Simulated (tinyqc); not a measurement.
Inversion layer as a triangular well, valleys of the Si type, step by step. Values are carried at full precision from step to step, so a last printed digit may differ when a step is redone from the rounded ones.

Six ellipsoidal valleys with their long axes along the cube axes, mass ml along the axis and mt across it. For a valley whose axis makes the angle theta with the surface normal, 1/m_z = cos^2(theta)/ml + sin^2(theta)/mt sets the confinement; in the plane the masses are m_1 = mt and m_2 = ml mt/m_z, and m_d = sqrt(m_1 m_2).

Constants: e^2/(4 pi eps0) = 14.39964547 eV angstrom; hbar^2/2m0 = 3.80998211 eV angstrom^2; kB = 8.617333262e-05 eV/K.

Values chosen for the exercise (near those of Si; shifted at random, so the results belong to these values and not to a real crystal):
- ml = 0.915 m0 (longitudinal mass)
- mt = 0.19 m0 (transverse mass)
- face = 100 (surface)
- eps = 11.5 (dielectric constant)
- Ns = 1.6 x 1e12/cm^2 (electron sheet density)
- Nd = 1 x 1e12/cm^2 (depletion charge)
- eta = 0.5 (share of Ns in the effective field)
- T = 300 K (temperature)
- tox = 22 angstrom (SiO2-equivalent oxide thickness)

## Valley masses on the (100) face

Group the valleys by their angle to the normal, heaviest m_z first.

Valleys (masses in m0):

| valleys g | cos^2(theta) | m_z | m_1 | m_2 | m_d |
|---|---|---|---|---|---|
| 2 | 1.0000 | 0.9150 | 0.1900 | 0.1900 | 0.1900 |
| 4 | 0.0000 | 0.1900 | 0.1900 | 0.9150 | 0.4170 |

The 2 valleys with the heaviest m_z will give the lowest ladder of subbands.

## Effective field

The field is taken as constant, e F = 4 pi (e^2/4 pi eps0)(Nd + eta Ns)/eps, with 1e12/cm^2 = 1e-4/angstrom^2, and the oxide as a hard wall at z = 0; c = hbar^2/2m0.

Find e F, and F in MV/cm (1 MV/cm = 0.01 V/angstrom).

e F = 0.00283228 eV/angstrom
F = 0.2832 MV/cm

## Subband ladders

Level j of a valley lies at E_j = a_j (c (e F)^2/m_z)^(1/3) above the band edge at the surface, with the Airy zeros a_j = 2.338107, 4.087949, 5.520560, 6.786708, 7.944134, 9.022651, 10.040174, 11.008524, 11.936016, 12.828777, and has <z> = 2 E_j/(3 e F).

The ten lowest levels of all groups of valleys together, j = 0, 1, ..., c = hbar^2/2m0; primes mark the groups with lighter m_z.

Subbands:

| label | valleys g | m_d (m0) | E (eV) | <z> (angstrom) |
|---|---|---|---|---|
| 0 | 2 | 0.1900 | 0.0753 | 17.72 |
| 0' | 4 | 0.4170 | 0.1272 | 29.93 |
| 1 | 2 | 0.1900 | 0.1317 | 30.99 |
| 2 | 2 | 0.1900 | 0.1778 | 41.85 |
| 3 | 2 | 0.1900 | 0.2186 | 51.45 |
| 1' | 4 | 0.4170 | 0.2223 | 52.33 |
| 4 | 2 | 0.1900 | 0.2558 | 60.22 |
| 5 | 2 | 0.1900 | 0.2906 | 68.40 |
| 2' | 4 | 0.4170 | 0.3002 | 70.67 |
| 6 | 2 | 0.1900 | 0.3233 | 76.11 |

The second subband is 0', 51.9 meV above the first.

## Fermi level and populations

Subband i holds n_i = g m_d/(2 pi c) kB T ln(1 + exp((EF - E_i)/kB T)) (spin included), and EF is fixed by sum n_i = Ns over the levels listed or, where none are listed, over j = 0 to 9 of each group; 1e12/cm^2 = 1e-4/angstrom^2.

Solve for EF; c = hbar^2/2m0. The mean distance is sum n_i <z>_i/Ns.

EF = 0.0383 eV

Populations:

| label | (EF - E)/kB T | n (1e12/cm^2) | share (%) |
|---|---|---|---|
| 0 | -1.43 | 0.881 | 55.0 |
| 0' | -3.44 | 0.571 | 35.7 |
| 1 | -3.61 | 0.110 | 6.8 |
| 2 | -5.39 | 0.019 | 1.2 |
| 3 | -6.97 | 0.004 | 0.2 |
| 1' | -7.12 | 0.015 | 0.9 |
| 4 | -8.41 | 0.001 | 0.1 |
| 5 | -9.76 | 0.000 | 0.0 |
| 2' | -10.13 | 0.001 | 0.0 |
| 6 | -11.02 | 0.000 | 0.0 |

mean distance from the surface = 23.72 angstrom

The lowest subband holds 55.0 % of the electrons and is partly degenerate (EF within a few kB T of its edge).

## Effect on the gate capacitance

The charge sits at the mean distance <z> from the surface, which adds (3.9/eps) <z> to the oxide thickness; C/Cox = tox/(tox + 3.9 <z>/eps). The density-of-states term is left out.

added thickness = 8.05 angstrom
C/Cox = 0.732

## Checks

- Lowest level by finite differences against the Airy formula, eV: both 0.0753.

Computed by tinyqc, a small Python program: `OMP_NUM_THREADS=1 python tinyqc.py 1282005 1282006 out.jsonl` (the numbers bound the seed that draws the inputs); one thread of a shared host (Intel(R) Xeon(R) Processor @ 2.30GHz), about 0.04 s for the whole set of steps.
